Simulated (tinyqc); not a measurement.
Worked calculation: tight binding, dimerised chain. One step of it, computed by the program tinyqc.

Question. Bloch Hamiltonian at X. H_AA = +delta, H_BB = -delta, H_AB = -t1 - t2 exp(-i k a).

Parameters chosen for this model:
```
parameter     value                      unit
t1         1.140000       eV, inside the cell
t2         2.480000         eV, between cells
delta      0.240000  eV, +/- on the two sites
```

k point X (2 pi / a): 0.500000

Give: H(k) at X.

Answer.

H(k) at X (eV):
```
       A       B
A  0.240   1.340
B  1.340  -0.240
```
